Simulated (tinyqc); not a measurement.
Electron density from the filling shift.

Question. At zero temperature the Burstein-Moss shift of one parabolic valley is (C/me + C/mh) kF^2 with kF = (3 pi^2 n)^(1/3), C = hbar^2/(2 m0). Find kF and n.

Values chosen for this exercise: electron mass me = 0.197 m0; hole mass mh = 1.01 m0.

Constants: q = 1.602176634e-19 C, hbar = 1.054571817e-34 J s, m0 = 9.1093837015e-31 kg, hbar^2/(2 m0) = 0.0380998212 eV nm^2. Results are converted to the units shown.

filling shift = 361.25946 meV

Solution. The shift gives kF^2, and n = kF^3/(3 pi^2).

kF = 1.250 1/nm
n = 6.600e19 cm^-3

Numbers from tinyqc (`OMP_NUM_THREADS=1 python tinyqc.py 2330172 2330173 out.jsonl`; about 0.01 s on one thread of a shared Intel Xeon 2.30GHz).
